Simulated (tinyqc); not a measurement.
Silicon n-p-n transistor, Gummel numbers and transit times: two steps of the calculation.

One-dimensional n-p-n transistor in the forward active mode at low injection. In the base p(x) = NB exp(-eta x/wb) and ni(x)^2 = ni^2 exp((g0 + g1 x/wb)/Vt); electrons leave the base at vsat; band spikes at the emitter junction and recombination inside the emitter are ignored.

Values chosen for this exercise; band and dielectric values close to those of silicon: temperature T = 350 K; band gap Eg = 1.14 eV; relative permittivity eps_r = 11.5; conduction-band density of states at T Nc = 3.55e19 cm^-3; valence-band density of states at T Nv = 3.35e19 cm^-3; saturation velocity vsat = 9.86e6 cm/s; neutral base width wb = 200 nm; base doping at the emitter edge NB = 1e17 cm^-3; doping falls as exp(-eta x/wb) eta = 0; gap reduction at the emitter edge of the base g0 = 0 eV; further gap reduction across the base (linear) g1 = 0 eV; electron diffusion coefficient in the base Dn = 12 cm^2/s; emitter doping NE = 2.2e20 cm^-3; gap reduction in the emitter (negative: wider gap) gE = 0.103 eV; neutral emitter width we = 81 nm; hole diffusion coefficient in the emitter Dp = 2.8 cm^2/s; recombination velocity at the emitter contact Se = 1e6 cm/s; electron lifetime in the base tb = 1e-7 s; collector doping NC = 5.2e15 cm^-3; collector-base reverse bias VCB = 0.8 V.

Constants: q = 1.602176634e-19 C, kB = 1.380649e-23 J/K, Vt = kB T/q, eps0 = 8.8541878128e-14 F/cm where lengths are in cm. Results are converted to the units shown.

Task 1. Base Gummel number and transit time. f(x) = p(x) ni^2/ni(x)^2; I(x) = integral from x to wb of f/Dn, plus f(wb)/vsat; base Gummel number GB = I(0); electron density per unit flux n/(J/q) = I/f; base transit time tauB = integral of I/f over the base. Trapezoid rule on 12 equal steps.

Give: x; f; I; I/f; GB; tauB.

Result 1.

```
point  x (nm)  f (cm^-3)  I (s/cm^4)  I/f (s/cm)
0        0.00  1.0000e17   1.7681e11   1.7681e-6
1       16.67  1.0000e17   1.6292e11   1.6292e-6
2       33.33  1.0000e17   1.4903e11   1.4903e-6
3       50.00  1.0000e17   1.3514e11   1.3514e-6
4       66.67  1.0000e17   1.2125e11   1.2125e-6
5       83.33  1.0000e17   1.0736e11   1.0736e-6
6      100.00  1.0000e17   9.3475e10   9.3475e-7
7      116.67  1.0000e17   7.9586e10   7.9586e-7
8      133.33  1.0000e17   6.5698e10   6.5698e-7
9      150.00  1.0000e17   5.1809e10   5.1809e-7
10     166.67  1.0000e17   3.7920e10   3.7920e-7
11     183.33  1.0000e17   2.4031e10   2.4031e-7
12     200.00  1.0000e17   1.0142e10   1.0142e-7
```

GB = 1.7681e11 s/cm^4
tauB = 18.695 ps

Task 2. Gain, Early voltage and collector delay. ni = sqrt(Nc Nv) exp(-Eg/(2 Vt)), Eg in volts; GE = NE exp(-gE/Vt)(we/Dp + 1/Se); JC = J0 exp(VBE/Vt), J0 = q ni^2/GB; gain limited by back injection GE/GB, by base recombination tb/tauB, together 1/beta = the sum of the inverses; collector layer one-sided, Wc = sqrt(2 eps0 eps_r (Vbc + VCB)/(q NC)), Vbc = Vt ln(p(wb) NC/ni^2), Cjc = eps0 eps_r/Wc; Early voltage VA = GB q p(wb)/(f(wb) Cjc [1/Dn - (eta + g1/Vt)/(wb vsat)]), f(wb) = p(wb) exp(-(g0 + g1)/Vt), p(wb) = NB exp(-eta); tauC = Wc/(2 vsat).

GB = 1.7680865e11 s/cm^4
tauB = 18.695064 ps

Wanted: ni; GE; J0; GE/GB; tb/tauB; beta; Wc; Cjc; VA; tauC.

Result 2.

ni = 2.138e11 cm^-3
GE = 2.816e13 s/cm^4
J0 = 4.142e-8 A/cm^2
GE/GB = 159.2
tb/tauB = 5349
beta = 154.6
Wc = 605.2 nm
Cjc = 0.1683 fF/um^2
VA = 20.20 V
tauC = 3.069 ps

The gain is limited more by back injection into the emitter. beta VA = 3120 V.

Range of the model: Heavy doping makes emitter or base degenerate; gE and g0 are to be read as apparent gap changes that include this.

Program tinyqc, `OMP_NUM_THREADS=1 python tinyqc.py 2320120 2320121 out.jsonl`; Intel Xeon 2.30GHz, shared host, one thread, about 0.01 s.
